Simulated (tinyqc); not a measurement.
G0W0 on RHF in the sto-6g basis, for BeH2, spin multiplicity 1, step by step. One step of it, computed by the program tinyqc.

Task: Screening: direct RPA. With D = e_a - e_i and K = (ia|jb): diagonalise D^(1/2) (D + 4K) D^(1/2) = Z w^2 Z^T; X + Y = D^(1/2) Z w^(-1/2), each column of Z with its largest component positive (the first on a tie); E_c = (sum w - tr (D + 2K)) / 2.

orbital energies (hartree): MO1 -4.587707, MO2 -0.469328, MO3 -0.435785, MO4 0.205817, MO5 0.206908, MO6 0.491668, MO7 1.014668

Two-electron integrals over orbitals (pq|rs), unique and non-zero (hartree):
```
p,q,r,s,(pq|rs)
1,1,1,1,2.280336
2,1,1,1,-0.202800
2,1,2,1,0.028176
2,2,1,1,0.498193
2,2,2,1,-0.006915
2,2,2,2,0.405496
3,1,3,1,0.006405
3,2,3,1,0.014960
3,2,3,2,0.166445
3,3,1,1,0.468633
3,3,2,1,-0.002565
3,3,2,2,0.419027
3,3,3,3,0.441845
4,1,1,1,0.018393
4,1,2,1,-0.002301
4,1,2,2,0.001811
4,1,3,3,0.001014
4,1,4,1,0.016171
4,2,1,1,-0.006588
4,2,2,1,0.000851
4,2,2,2,0.005360
4,2,3,3,0.004764
4,2,4,1,0.015050
4,2,4,2,0.049508
4,3,3,1,-0.000046
4,3,3,2,0.004713
4,3,4,3,0.015426
4,4,1,1,0.569677
4,4,2,1,-0.007843
4,4,2,2,0.372393
4,4,3,3,0.361651
4,4,4,1,-0.002424
4,4,4,2,-0.010581
4,4,4,4,0.451044
5,1,5,1,0.016052
5,2,5,1,0.015197
5,2,5,2,0.049574
5,3,5,3,0.015209
5,4,5,1,-0.001503
5,4,5,2,-0.003905
5,4,5,4,0.024546
5,5,1,1,0.570046
5,5,2,1,-0.007777
5,5,2,2,0.372927
5,5,3,3,0.361857
5,5,4,1,0.000556
5,5,4,2,-0.002853
5,5,4,4,0.401494
5,5,5,5,0.450117
6,1,1,1,-0.185431
6,1,2,1,0.026659
6,1,2,2,-0.007154
6,1,3,3,-0.004138
6,1,4,1,-0.000995
6,1,4,2,0.001707
6,1,4,4,-0.004573
6,1,5,5,-0.004284
6,1,6,1,0.025647
6,2,1,1,0.109601
6,2,2,1,-0.007254
6,2,2,2,-0.027534
6,2,3,3,-0.049537
6,2,4,1,0.001625
6,2,4,2,-0.000931
6,2,4,4,0.047815
6,2,5,5,0.048696
6,2,6,1,-0.004160
6,2,6,2,0.077136
6,3,3,1,-0.003148
6,3,3,2,-0.095384
6,3,4,3,-0.003818
6,3,6,3,0.082206
6,4,1,1,0.006195
6,4,2,1,0.000303
6,4,2,2,0.002217
6,4,3,3,-0.000599
6,4,4,1,0.016014
6,4,4,2,0.046348
6,4,4,4,-0.003580
6,4,5,5,0.002000
6,4,6,1,0.001609
6,4,6,2,0.008321
6,4,6,4,0.050365
6,5,5,1,0.016307
6,5,5,2,0.047440
6,5,5,4,-0.002861
6,5,6,5,0.051425
6,6,1,1,0.490214
6,6,2,1,-0.007044
6,6,2,2,0.403894
6,6,3,3,0.414061
6,6,4,1,0.003806
6,6,4,2,0.011482
6,6,4,4,0.371397
6,6,5,5,0.372858
6,6,6,1,-0.006411
6,6,6,2,-0.034662
6,6,6,4,0.007797
6,6,6,6,0.419013
7,1,3,1,0.011894
7,1,3,2,0.020928
7,1,4,3,-0.000359
7,1,6,3,-0.002500
7,1,7,1,0.022673
7,2,3,1,0.003080
7,2,3,2,-0.047164
7,2,4,3,-0.005019
7,2,6,3,0.061531
7,2,7,1,0.006785
7,2,7,2,0.057597
7,3,1,1,0.135841
7,3,2,1,-0.005207
7,3,2,2,-0.009423
7,3,3,3,-0.023581
7,3,4,1,-0.000419
7,3,4,2,-0.007396
7,3,4,4,0.055820
7,3,5,5,0.055661
7,3,6,1,-0.003171
7,3,6,2,0.072000
7,3,6,4,0.002252
7,3,6,6,-0.027901
7,3,7,3,0.081721
7,4,3,1,-0.001416
7,4,3,2,-0.012619
7,4,4,3,0.013540
7,4,6,3,0.007145
7,4,7,1,-0.002284
7,4,7,2,0.001719
7,4,7,4,0.017385
7,5,5,3,0.013829
7,5,7,5,0.016267
7,6,3,1,0.011693
7,6,3,2,0.143629
7,6,4,3,0.005411
7,6,6,3,-0.095465
7,6,7,1,0.016434
7,6,7,2,-0.058599
7,6,7,4,-0.010871
7,6,7,6,0.141039
7,7,1,1,0.585061
7,7,2,1,-0.008957
7,7,2,2,0.436395
7,7,3,3,0.455564
7,7,4,1,0.000329
7,7,4,2,0.000813
7,7,4,4,0.394706
7,7,5,5,0.394260
7,7,6,1,-0.008963
7,7,6,2,-0.041740
7,7,6,4,-0.003656
7,7,6,6,0.443641
7,7,7,3,-0.016877
7,7,7,7,0.499008
```

Give: D^(1/2) (D + 4K) D^(1/2); excitation energies w; X + Y; RPA correlation energy.

Result:

D^(1/2) (D + 4K) D^(1/2) (hartree^2), lower triangle:
```
,1>4,1>5,1>6,1>7,2>4,2>5,2>6,2>7,3>4,3>5,3>6,3>7
1>4,23.288
1>5,0.000,23.296
1>6,-0.020,0.000,26.321
1>7,0.000,0.000,0.000,31.895
2>4,0.108,0.000,0.013,0.000,0.590
2>5,0.000,0.109,0.000,0.000,0.000,0.591
2>6,0.014,0.000,-0.037,0.000,-0.003,0.000,1.220
2>7,0.000,0.000,0.000,0.078,0.000,0.000,0.000,2.544
3>4,0.000,0.000,0.000,-0.003,0.000,0.000,0.000,-0.020,0.451
3>5,0.000,0.000,0.000,0.000,0.000,0.000,0.000,0.000,0.000,0.452
3>6,0.000,0.000,0.000,-0.023,0.000,0.000,0.000,0.289,-0.012,0.000,1.165
3>7,-0.004,0.000,-0.034,0.000,-0.029,0.000,0.340,0.000,0.000,0.000,0.000,2.578
```

excitation energies w (hartree): 0.672  0.672  0.767  0.769  1.052  1.068  1.613  1.631  4.826  4.827  5.130  5.648

X + Y:
```
,1,2,3,4,5,6,7,8,9,10,11,12
1>4,0.000,0.000,-0.012,0.000,0.000,-0.001,0.000,0.000,0.997,0.000,-0.006,0.000
1>5,0.000,0.000,0.000,-0.012,0.000,0.000,0.000,0.000,0.000,0.997,0.000,0.000
1>6,0.000,0.000,-0.001,0.000,0.000,0.002,0.000,0.003,0.007,0.000,0.995,0.000
1>7,0.000,0.000,0.000,0.000,0.003,0.000,-0.005,0.000,0.000,0.000,0.000,0.996
2>4,0.000,0.000,0.938,0.000,0.000,0.005,0.000,-0.009,0.002,0.000,0.000,0.000
2>5,0.000,0.000,0.000,0.938,0.000,0.000,0.000,0.000,0.000,0.002,0.000,0.000
2>6,0.000,0.000,-0.004,0.000,0.000,0.923,0.000,0.177,0.000,0.000,-0.001,0.000
2>7,0.011,0.000,0.000,0.000,-0.234,0.000,0.940,0.000,0.000,0.000,0.000,0.001
3>4,0.977,0.000,0.000,0.000,-0.009,0.000,-0.006,0.000,0.000,0.000,0.000,0.000
3>5,0.000,0.978,0.000,0.000,0.000,0.000,0.000,0.000,0.000,0.000,0.000,0.000
3>6,0.016,0.000,0.000,0.000,0.920,0.000,0.149,0.000,0.000,0.000,0.000,0.000
3>7,0.000,0.000,0.021,0.000,0.000,-0.268,0.000,0.918,0.000,0.000,-0.001,0.000
```

RPA correlation energy = -0.03631 hartree
